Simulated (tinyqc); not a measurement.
Changing the hydrogen carrier pressure p_H: microkinetic model of low-temperature epitaxy from hydride gases: adsorption, hydrogen desorption and rate control. Computed by tinyqc, a small Python program. Command: `OMP_NUM_THREADS=1 python tinyqc.py 3007320 3007321 out.jsonl hepi sweep`. One thread of a shared host (Intel(R) Xeon(R) Processor @ 2.30GHz), about 0.02 s of CPU time with the checks.

Each hydride molecule needs two free sites and leaves four hydrogen atoms, of which two leave at once as H2; theta is the hydrogen coverage, the site density is 6.78 per nm^2 and one layer is 1.358 angstrom thick.

Inputs (values chosen for the exercise, close to those used for silane and germane, with second-order desorption as on Si(111) but the site density of Si(001)): silane pressure p_S = 0.054 Pa; sticking prefactor of silane s0 = 0.014; adsorption barrier E_s = 0.22 eV; desorption prefactor nu_d = 3.9e+12 1/s; desorption energy on silicon E_d = 2.02 eV; sticking of hydrogen s_H = 4.6e-08; temperature T = 720 C; germane pressure p_G = 0.0038 Pa; sticking ratio of germane to silane r_G = 3.8; lowering of E_d per unit germanium fraction, dE = 0.36 eV.

Film: silicon-germanium. Order of hydrogen desorption: second.

Constants: k_B = 8.617333262e-05 eV/K; u = 1.6605390666e-27 kg; k_B = 1.380649e-23 J/K.

Method:
- Flux per site F = p/(sqrt(2 pi M k_B T) x 6.78e18 per m^2), M = 32.12 u (silane), 76.63 u (germane), 2.016 u (hydrogen); s = s0 exp(-E_s/(k_B T)); k_S = s F_S, k_G = r_G s F_G; germanium fraction x = k_G/(k_S + k_G); k = k_S + k_G; k_H = s_H F_H; k_d = nu_d exp(-(E_d - dE x)/(k_B T)).
- Temperatures in kelvin are T(C) + 273.15.
- With k the hydride and k_H the hydrogen adsorption rate on free pairs and k_d the desorption rate, steady state: 2 (k + k_H)(1 - theta)^2 = k_d theta^2; growth rate R = k (1 - theta)^2 layers/s; 1 layer/s = 8.148 nm/min.
- With c = 2 (k + k_H)/k_d the free share is 1 - theta = 1/(1 + sqrt(c)).
- X_i = d ln R/d ln k_i at fixed other constants. With f = 1 - theta and a = 2/f + 2/theta: d ln f/d ln k_d = 1/(a f), so X_d = 2/(a f), X_k = 1 - X_d k/(k + k_H), X_H = -X_d k_H/(k + k_H); they sum to 1.

One run for each value:
```
hydrogen carrier pressure p_H (Pa)  growth rate G (nm/min)  hydrogen coverage theta  X_H (hydrogen adsorption)
1                                                   1.1403                  0.02625                -7.0845e-05
4                                                   1.1401                  0.02635                -2.8221e-04
20                                                  1.1388                  0.02689                -1.3810e-03
70                                                  1.1350                  0.02852                -4.5426e-03
300                                                 1.1200                  0.03496                -1.5669e-02
1000                                                1.0871                  0.04927                -3.5976e-02
6000                                                0.9730                  0.10052                -9.4693e-02
20000                                               0.8354                  0.16657                -1.6355e-01
100000                                              0.5771                  0.30731                -3.0617e-01
```

What does the table show, and why?

Over the rows, growth rate G (nm/min) falls from 1.14 to 0.577 (exponent d ln y / d ln x -1.5e-4 between the first rows and -0.23 between the last); hydrogen coverage theta rises from 0.0262 to 0.307 (exponent d ln y / d ln x 0.0028 between the first rows and 0.38 between the last); X_H (hydrogen adsorption) falls from -7.08e-5 to -0.306 (exponent d ln y / d ln x 1.00 between the first rows and 0.39 between the last). At the low end the exponent of growth rate G is 0.00, close to 0: carrier hydrogen plays no part.

Caution (rows 6000, 20000, 100000): at carrier pressures near or above 1e4 Pa gas-phase transport, left out here, begins to limit.
